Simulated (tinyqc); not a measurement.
Strain-driven roughening and islands of a mismatched epitaxial film: one step, computed by the program tinyqc.

Film and substrate share isotropic elastic constants; the film is coherent and biaxially strained.

Problem. A ripple of given wavelength. A ripple A cos(k x) has the surface chemical potential per volume [gamma k^2 - 2 (1 + nu) w k] A cos(k x), so k_c = 2 (1 + nu) w/gamma. With surface diffusion the amplitude grows at the rate q = B k^2 [2 (1 + nu) w k - gamma k^2], fastest at k_m = (3/4) k_c. B is the surface mobility. Stress at the trough = stress x (1 + 2 k A).

Inputs (values chosen for the exercise, modelled on InAs on GaAs):
```
quantity,value,unit
Poisson ratio nu,0.32,-
surface energy gamma,0.709,J/m^2
surface mobility D_s nu_s Omega^2/(k_B T),1.8e-33,m^6/(J s)
initial ripple amplitude A0,0.1,nm
ripple wavelength over the critical one,3.8,-
```

Transport: surface diffusion.

k_c = 2.436587 1/nm

energy density w = 654.3714 MJ/m^3

growth time 1/q at k_m = 2.107801e-04 s

Give: k; rate q; q over the largest rate; stress concentration at A0.

Solution.

k = 0.6412 1/nm

rate q = 604.0 1/s

q over the largest rate = 0.1273

stress concentration at A0 = 1.128

The ripple grows. Caution: a wavelength of a few nanometres is at the limit of continuum theory, where steps and facets rule.
